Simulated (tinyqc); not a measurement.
Inside a calculation. Method: UHF in the 6-31g basis, for H4, spin multiplicity 3. One step of it, computed by the program tinyqc.

Problem. Iteration 31 (converged): orbitals. Diagonalise F' = X^T F X, C = X C', fill 3 alpha and 1 beta electrons from the bottom; D(s) = C_occ C_occ^T. Each column has its largest component positive (the first on a tie).

converged F(alpha) (hartree), lower triangle:
```
,1H 1s,1H 2s,2H 1s,2H 2s,3H 1s,3H 2s,4H 1s,4H 2s
1H 1s,-0.161269
1H 2s,-0.567774,-0.393019
2H 1s,-0.142848,-0.237562,-0.038537
2H 2s,-0.278129,-0.287068,-0.520370,-0.424569
3H 1s,0.000781,-0.111244,-0.525500,-0.491927,-0.038537
3H 2s,-0.085527,-0.164545,-0.491927,-0.409620,-0.520370,-0.424569
4H 1s,-0.001605,-0.001433,0.000781,-0.085527,-0.142848,-0.278129,-0.161269
4H 2s,-0.001433,-0.024248,-0.111244,-0.164545,-0.237562,-0.287068,-0.567774,-0.393019
```

converged F(beta) (hartree), lower triangle:
```
,1H 1s,1H 2s,2H 1s,2H 2s,3H 1s,3H 2s,4H 1s,4H 2s
1H 1s,0.502938
1H 2s,-0.065439,0.032773
2H 1s,-0.119390,-0.212224,0.022152
2H 2s,-0.119219,-0.153020,-0.480363,-0.358577
3H 1s,-0.038874,-0.149338,-0.497823,-0.478001,0.022152
3H 2s,-0.076745,-0.163630,-0.478001,-0.387233,-0.480363,-0.358577
4H 1s,-0.003972,-0.013235,-0.038874,-0.076745,-0.119390,-0.119219,0.502938
4H 2s,-0.013235,-0.046286,-0.149338,-0.163630,-0.212224,-0.153020,-0.065439,0.032773
```

X:
```
,1,2,3,4,5,6,7,8
1H 1s,0.146839,-0.657842,-0.804259,0.551737,-0.346122,0.420074,0.350383,0.093268
1H 2s,-1.059538,1.055702,0.822531,-0.296945,0.053418,0.312562,0.365929,0.157979
2H 1s,-0.670100,0.452397,-0.466374,0.684847,0.780897,-0.282820,0.098412,0.207842
2H 2s,3.193227,-0.705557,0.212037,-0.519616,0.197512,-0.105331,0.125958,0.282686
3H 1s,0.670100,0.452397,0.466374,0.684847,-0.780897,-0.282820,-0.098412,0.207842
3H 2s,-3.193227,-0.705557,-0.212037,-0.519616,-0.197512,-0.105331,-0.125958,0.282686
4H 1s,-0.146839,-0.657842,0.804259,0.551737,0.346122,0.420074,-0.350383,0.093268
4H 2s,1.059538,1.055702,-0.822531,-0.296945,-0.053418,0.312562,-0.365929,0.157979
```

Give: F' = X^T F X; orbital energies; coefficients C; F' = X^T F X; orbital energies; coefficients C; D(alpha) after iteration 31; D(beta) after iteration 31.

Solution.

F' = X^T F X (alpha) (hartree), lower triangle:
```
,1,2,3,4,5,6,7,8
1,0.888
2,0.000,0.914
3,0.223,0.000,1.039
4,0.000,-0.025,0.000,0.869
5,-0.487,0.000,-0.085,0.000,0.758
6,0.000,-0.276,0.000,-0.003,0.000,-0.353
7,0.000,0.000,-0.110,0.000,0.042,0.000,-0.515
8,0.000,-0.010,0.000,-0.145,0.000,-0.016,0.000,-0.653
```

orbital energies (alpha) (hartree): MO1 -0.668, MO2 -0.525, MO3 -0.409, MO4 0.324, MO5 0.877, MO6 0.926, MO7 0.978, MO8 1.444

coefficients C (alpha):
```
,MO1,MO2,MO3,MO4,MO5,MO6,MO7,MO8
1H 1s,0.160,0.301,0.269,-0.042,0.347,-0.896,-0.839,-0.127
1H 2s,0.171,0.447,0.509,-0.752,-0.070,1.024,1.016,-0.350
2H 1s,0.261,0.052,-0.201,0.176,0.764,0.121,0.324,-1.113
2H 2s,0.210,0.057,-0.265,2.278,-0.689,-0.697,-0.520,2.149
3H 1s,0.261,-0.052,-0.201,-0.176,0.764,-0.121,0.324,1.113
3H 2s,0.210,-0.057,-0.265,-2.278,-0.689,0.697,-0.520,-2.149
4H 1s,0.160,-0.301,0.269,0.042,0.347,0.896,-0.839,0.127
4H 2s,0.171,-0.447,0.509,0.752,-0.070,-1.024,1.016,0.350
```

F' = X^T F X (beta) (hartree), lower triangle:
```
,1,2,3,4,5,6,7,8
1,0.933
2,0.000,0.984
3,0.210,0.000,1.143
4,0.000,-0.070,0.000,0.952
5,-0.475,0.000,-0.032,0.000,0.849
6,0.000,-0.309,0.000,0.120,0.000,0.205
7,-0.018,0.000,-0.227,0.000,-0.103,0.000,0.104
8,0.000,-0.021,0.000,-0.064,0.000,0.196,0.000,-0.519
```

orbital energies (beta) (hartree): MO1 -0.576, MO2 0.040, MO3 0.139, MO4 0.401, MO5 0.908, MO6 1.116, MO7 1.151, MO8 1.472

coefficients C (beta):
```
,MO1,MO2,MO3,MO4,MO5,MO6,MO7,MO8
1H 1s,0.035,0.135,0.141,-0.017,0.131,0.932,0.940,-0.153
1H 2s,0.012,0.452,0.696,-0.905,0.211,-0.895,-0.892,-0.333
2H 1s,0.299,0.094,-0.108,0.157,0.824,-0.149,-0.130,-1.109
2H 2s,0.295,0.399,-0.209,2.273,-0.798,0.628,0.301,2.139
3H 1s,0.299,-0.094,-0.108,-0.157,0.824,0.149,-0.130,1.109
3H 2s,0.295,-0.399,-0.209,-2.273,-0.798,-0.628,0.301,-2.139
4H 1s,0.035,-0.135,0.141,0.017,0.131,-0.932,0.940,0.153
4H 2s,0.012,-0.452,0.696,0.905,0.211,0.895,-0.892,0.333
```

D(alpha) after iteration 31, lower triangle:
```
,1H 1s,1H 2s,2H 1s,2H 2s,3H 1s,3H 2s,4H 1s,4H 2s
1H 1s,0.189
1H 2s,0.299,0.488
2H 1s,0.003,-0.034,0.111
2H 2s,-0.020,-0.073,0.111,0.118
3H 1s,-0.028,-0.081,0.106,0.105,0.111
3H 2s,-0.055,-0.124,0.105,0.111,0.111,0.118
4H 1s,0.007,0.030,-0.028,-0.055,0.003,-0.020,0.189
4H 2s,0.030,0.089,-0.081,-0.124,-0.034,-0.073,0.299,0.488
```

D(beta) after iteration 31, lower triangle:
```
,1H 1s,1H 2s,2H 1s,2H 2s,3H 1s,3H 2s,4H 1s,4H 2s
1H 1s,0.001
1H 2s,0.000,0.000
2H 1s,0.011,0.004,0.089
2H 2s,0.010,0.004,0.088,0.087
3H 1s,0.011,0.004,0.089,0.088,0.089
3H 2s,0.010,0.004,0.088,0.087,0.088,0.087
4H 1s,0.001,0.000,0.011,0.010,0.011,0.010,0.001
4H 2s,0.000,0.000,0.004,0.004,0.004,0.004,0.000,0.000
```
